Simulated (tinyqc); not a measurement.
# Resistance of a tapered via with liner, size effect and interface: what changes with what

A round via whose diameter grows from db at the bottom as D(z) = db + 2 z/tan(ang). The fill, of diameter D - 2 tl, starts above the bottom liner (thickness fb tl) and has rho = rho0 (1 + ks lam/(D - 2 tl)); the sidewall liner conducts in parallel with it. The bottom liner and the interface are crossed over the full area pi db^2/4. Spreading in the lines above and below is left out.

Parameters, values chosen for the exercise; fill metal close to copper:
```
symbol,value,unit,meaning
db,23,nm,diameter at the bottom
hv,80,nm,height
ang,88,degrees,sidewall angle
rho0,1.67,uohm cm,bulk resistivity of the fill
lam,39.6,nm,mean free path of the fill
ks,0.7,,size-effect factor
tl,2.7,nm,liner on the sidewall
fb,1,,liner at the bottom over that on the sidewall
rl,350,uohm cm,resistivity of the liner
ri,1.6e-12,ohm cm^2,interface resistivity at the bottom
Sb,1.1e15,S/m^2,"ballistic conductance per area, about 3/(4 rho0 lam)"
rho2,5.18,uohm cm,bulk resistivity of the second fill (close to molybdenum)
lam2,11.2,nm,its mean free path
tl2,0.3,nm,its liner
```

Each table varies one quantity; the others keep the values above.

## Via resistance against the diameter at the bottom

Slices between z0 = fb tl and hv, evaluated at their midpoints: conductance per length pi/4 [(D - 2 tl)^2/rho + (D^2 - (D - 2 tl)^2)/rl], slice resistance = slice height over that. 2000 slices. R_fill = sum of the slices; R_bottom = rl fb tl/(pi db^2/4); R_interface = ri/(pi db^2/4); ballistic (Sharvin) limit 1/(Sb pi (db - 2 tl)^2/4); ideal cylinder rho0 hv/(pi db^2/4).

Results:
columns A: db (nm); B: R_fill (ohm); C: R_bottom (ohm); D: R_interface (ohm); E: R (ohm); F: ballistic limit (ohm); G: R over ideal cylinder; H: largest part
```
A          B       C         D       E        F       G             H
8.3   386.01  174.66    2.9572  563.62   137.63  22.826          fill
16    29.109  47.000   0.79577  76.905   10.302  11.574  bottom liner
22    10.730  24.860   0.42091  36.011   4.2005  10.246  bottom liner
30    4.4145  13.369   0.22635  18.010   1.9127  9.5287  bottom liner
42    1.8016  6.8209   0.11549  8.7381  0.86408  9.0614  bottom liner
58   0.80188  3.5767  0.060558  4.4392  0.41836  8.7789  bottom liner
80   0.37189  1.8800  0.031831  2.2837  0.20799  8.5923  bottom liner
```

Estimate the missing row, db = 11 nm.

Computed row:
columns A: db (nm); B: R_fill (ohm); C: R_bottom (ohm); D: R_interface (ohm); E: R (ohm); F: ballistic limit (ohm); G: R over ideal cylinder; H: largest part
```
A        B       C       D       E       F       G     H
11  112.40  99.439  1.6836  213.53  36.910  15.189  fill
```

With this row back in the table: R falls from 564 to 2.28 ohm. The fill is the largest part at db = 8.3, the bottom liner from 16 on. R goes as db^(-3.45) between the first two rows and db^(-2.07) between the last two; area alone gives -2. For db = 58, 80 the ballistic limit exceeds half of R_fill, so the diffusive model understates R.

## Via resistance against the liner on the sidewall

Same model as above.

2000 slices.

The same in every row: R_interface (ohm) = 0.3851.

Via resistance against the liner on the sidewall:
```
tl (nm)  R_fill (ohm)  R_bottom (ohm)  R (ohm)  ballistic limit (ohm)  R over ideal cylinder  largest part
0               5.400               0    5.786                  2.188                  1.799          fill
0.6             6.035           5.054    11.47                  2.436                  3.568          fill
1.1             6.653           9.266    16.30                  2.675                  5.070  bottom liner
1.7             7.526           14.32    22.23                  3.013                  6.914  bottom liner
2.3             8.579           19.38    28.34                  3.419                  8.813  bottom liner
2.9             9.864           24.43    34.68                  3.913                  10.78  bottom liner
3.4             11.16           28.64    40.19                  4.410                  12.50  bottom liner
4               13.07           33.70    47.15                  5.144                  14.66  bottom liner
```

Read the table: what changes, and by how much?

R rises from 5.79 to 47.2 ohm. The fill is the largest part at tl = 0, the bottom liner from 1.1 on. The share of the two bottom terms goes from 6.66 to 72.3 %.

## Two fill metals against the diameter

2000 slices. R_fill = sum of the slices; R_bottom = rl fb tl/(pi db^2/4); R_interface = ri/(pi db^2/4). The second fill has rho2, lam2 and tl2 in place of rho0, lam and tl.

Two fill metals against the diameter:
```
db (nm)  R, first fill (ohm)  R, second fill (ohm)  ratio second/first
8.5                   513.66                108.88             0.21198
12                    165.22                53.254             0.32233
17                    66.209                25.933             0.39168
24                    29.547                12.751             0.43155
35                    12.894                5.8833             0.45627
49                    6.3135                2.9603             0.46889
70                    3.0067                1.4337             0.47683
100                   1.4458               0.69622             0.48156
```

The ratio goes from 0.212 to 0.482. The second fill gives the lower R in every row.

Computed by the program tinyqc: `OMP_NUM_THREADS=1 python tinyqc.py 2750204 2750205 out.jsonl`, one thread of a shared Intel Xeon 2.30GHz, about 0.01 s for the whole run.
